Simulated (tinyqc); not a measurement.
Inputs raised by 5 %, one at a time: kinetics of strain relaxation and threading dislocations in mismatched semiconductor layers. Computed by tinyqc, a small Python program. Command: `OMP_NUM_THREADS=1 python tinyqc.py 3006277 3006278 out.jsonl threading sens`. One thread of a shared host (Intel(R) Xeon(R) Processor @ 2.30GHz), about 0.01 s of CPU time with the checks.

60-degree dislocations on {111} planes of a (001) layer, isotropic elasticity. The Schmid factor is 1/sqrt(6), and a misfit segment relieves strain with b/2.

Inputs (values chosen for the exercise, modelled on Si(0.7)Ge(0.3) on Si): misfit f = 0.0125; shear modulus G = 64.3 GPa; Poisson ratio nu = 0.27; Burgers vector b = 3.89 angstrom; glide activation energy Q = 1.94 eV; velocity prefactor v0 = 37000 m/s per MPa; layer thickness h = 79 nm; anneal temperature T = 742 K; anneal time t = 120 s; initial thread density rho_0 = 2.6e+07 1/cm^2; multiplication constant delta = 7400 1/m; reaction radius r_A = 54 nm; final thickness of a thick uniform layer H = 0.89 micrometre; aspect ratio of a trench = 2.5.

Sources: multiplication.

Constants: k_B = 8.617333262e-05 eV/K.

Method:
- Excess resolved stress tau = (1/sqrt 6) [2 G (1 + nu)/(1 - nu)] (e - e_eq), e_eq = b (1 - nu/4) [ln(h/b) + 1]/(4 pi (1 + nu) h), the Matthews-Blakeslee strain of an uncapped layer; glide velocity v = v0 tau exp(-Q/(k_B T)), tau in MPa.
- Threads run in two directions, so de/dt = -(b/4) rho v, and they multiply as d rho/dt = delta rho v. With x = e - e_eq, x0 = f - e_eq (fully strained at t = 0) and v = m S x (m the mobility, S x = tau): rho = rho_0 + (4 delta/b)(x0 - x), so dx/dt = -k x (a - x), k = delta m S, a = x0 + b rho_0/(4 delta): a logistic law, x = a/[1 + (a/x0 - 1) exp(k a t)].
- The half time is that at which x = x0/2.
- A separate case, a thick relaxed layer. Pair reactions during growth: d rho/dh = -K rho^2 with K = 2 r_A tan(psi) and threads inclined by psi = 45 degrees (the <110> lines of {111} planes), so rho = 1/(K H) for a layer that starts with far more threads than that, as highly mismatched layers do. In a trench along [110] a thread on {111} rises at 54.74 degrees across the width, and leaves through the wall below the height w tan(54.74 degrees) = sqrt(2) w; the share of threads, evenly spread over the floor, that reach the top is max(0, 1 - a/sqrt 2) for the aspect ratio a.

Runs:
```
input moved                                                  from        to  half time (s)  strain left e  thread density at H (1/cm^2)  initial velocity (micrometre/s)
base run                                                        -         -           69.6        0.00404                     1.040e+09                             2.40
glide activation energy Q (eV)                               1.94     2.037          317.5        0.01067                     1.040e+09                             0.53
velocity prefactor v0 (m/s per MPa)                         37000     38850           66.3        0.00379                     1.040e+09                             2.52
layer thickness h (nm)                                         79     82.95           69.5        0.00396                     1.040e+09                             2.42
anneal temperature T (K)                                      742     779.1           16.4        0.00182                     1.040e+09                            10.19
anneal time t (s)                                             120       126           69.6        0.00379                     1.040e+09                             2.40
initial thread density rho_0 (1/cm^2)                    26000000  27300000           67.6        0.00391                     1.040e+09                             2.40
final thickness of a thick uniform layer H (micrometre)      0.89    0.9345           69.6        0.00404                     9.908e+08                             2.40
```

Exponents ln(y'/y) / ln(x'/x):
```
input                                       half time  strain left e  thread density at H  initial velocity
glide activation energy Q                      31.093         19.909                    0           -31.093
velocity prefactor v0                          -1.000         -1.316                    0             1.000
layer thickness h                              -0.054         -0.391                    0             0.140
anneal temperature T                          -29.612        -16.370                    0            29.612
anneal time t                                   0.000         -1.316                    0             0.000
initial thread density rho_0                   -0.620         -0.648                    0             0.000
final thickness of a thick uniform layer H      0.000          0.000                   -1             0.000
```

Among the inputs moved here: half time answers most in size to glide activation energy Q (exponent +31.093), next to anneal temperature T (-29.612); its exponent is below 0.0005 for anneal time t, final thickness of a thick uniform layer H. Its exponent -1.000 in velocity prefactor v0: time scales with the inverse mobility. Strain left e answers most in size to glide activation energy Q (exponent +19.909), next to anneal temperature T (-16.370); its exponent is below 0.0005 for final thickness of a thick uniform layer H. thread density at H answers most in size to final thickness of a thick uniform layer H (exponent -1.000); its exponent is below 0.0005 for glide activation energy Q, velocity prefactor v0, layer thickness h, anneal temperature T, anneal time t, initial thread density rho_0. Its exponent -1.000 in final thickness of a thick uniform layer H: pair reactions. Initial velocity answers most in size to glide activation energy Q (exponent -31.093), next to anneal temperature T (+29.612); its exponent is below 0.0005 for anneal time t, initial thread density rho_0, final thickness of a thick uniform layer H.

Caution (all rows): blocking of threads by crossing misfit lines, left out here, leaves real layers with more strain. Caution (all rows): at this small misfit a layer may start with fewer threads than 1/(K H), which is then only an upper bound.

Extremes, crossings and ranges named in words are read from the listed rows.
